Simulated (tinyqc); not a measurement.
# Changing the aspect ratio (height over width)

Model: size effects in the resistivity of thin metal films and interconnect lines. Computed by tinyqc, a small Python program. Command: `OMP_NUM_THREADS=1 python tinyqc.py 3028359 3028360 out.jsonl size sweep`. One thread of a shared host (Intel(R) Xeon(R) Processor @ 2.30GHz), about 0.01 s of CPU time with the checks.

Electrons lose their drift at surfaces (a share 1 - p of the hits) and at grain boundaries (reflection R), besides bulk scattering. The line sits in a trench with a non-conducting liner on both walls and the bottom; the spacing equals the drawn width.

Inputs (values chosen for the exercise, modelled on tungsten):
```
quantity                          value         unit
bulk resistivity rho_b             5.38  microohm cm
bulk mean free path lambda         14.8           nm
specularity p                      0.46            -
grain-boundary reflection R         0.1            -
drawn line width w                   18           nm
grain size over metal width         1.7            -
liner thickness t                   0.7           nm
line length                          12   micrometre
permittivity of the dielectric k    3.4            -
```

Geometry: line.

Constants: eps_0 = 8.8541878128e-12 F/m.

Method:
- Metal width w_m = w - 2t, height h_m = (aspect ratio) w - t, grain size D = (ratio) w_m.
- Mayadas-Shatzkes: alpha = (lambda/D) R/(1 - R); rho_b/rho = 1 - 3 alpha/2 + 3 alpha^2 - 3 alpha^3 ln(1 + 1/alpha).
- Fuchs-Sondheimer film: rho_b/rho = 1 - (3/(2 kappa))(1 - p) int_0^1 (s - s^3)(1 - exp(-kappa/s))/(1 - p exp(-kappa/s)) ds, f = rho/rho_b, kappa = thickness/lambda, 80 Gauss-Legendre points.
- Line: the excess of a film of thickness w_m and of a film of thickness h_m are added, rho/rho_b = 1 + (f(w_m) - 1) + (f(h_m) - 1), an estimate that holds best when both sides exceed lambda.
- Total: rho = rho_b [1 + surface excess + grain excess]; resistance per length rho/(w_m h_m); capacitance per length C = 2 k eps_0 (aspect ratio + 1/2), a parallel-plate estimate for two neighbours plus a fixed term for the planes above and below; delay 0.38 R C L^2; effective resistivity per drawn area.

One run for each value; columns: (1) aspect ratio (height over width); (2) RC delay (ps); (3) resistance per length (ohm/micrometre); (4) capacitance per length (fF/micrometre):
```
(1)     (2)     (3)      (4)
0.6  1.8755  517.52  0.06623
1.1  1.3051  247.59  0.09633
1.7  1.0958  151.18  0.13246
2.2  1.0142  114.01  0.16256
3.4  0.9208   71.66  0.23481
3.9  0.8996   62.06  0.26492
4.5  0.8806   53.46  0.30104
5.0  0.8684   47.92  0.33115
```

Give the missing row, aspect ratio (height over width) = 2.8.

Computed row; columns: (1) aspect ratio (height over width); (2) RC delay (ps); (3) resistance per length (ohm/micrometre); (4) capacitance per length (fF/micrometre):
```
(1)     (2)    (3)      (4)
2.8  0.9569  88.01  0.19869
```

Interpolating between the two neighbouring rows (the first column on a logarithmic scale, the others too where they are positive) misses most in RC delay (ps), by 0.47 %. Over the rows, RC delay (ps) falls from 1.88 to 0.868 (exponent d ln y / d ln x -0.60 between the first rows and -0.13 between the last); resistance per length (ohm/micrometre) falls from 518 to 47.9 (exponent d ln y / d ln x -1.2 between the first rows and -1.0 between the last); capacitance per length (fF/micrometre) rises from 0.0662 to 0.331 (exponent d ln y / d ln x 0.62 between the first rows and 0.90 between the last). Taller lines lower R as 1/height but raise the side-wall capacitance, so the delay gains less and less.

Extremes, crossings and ranges named in words are read from the listed rows.
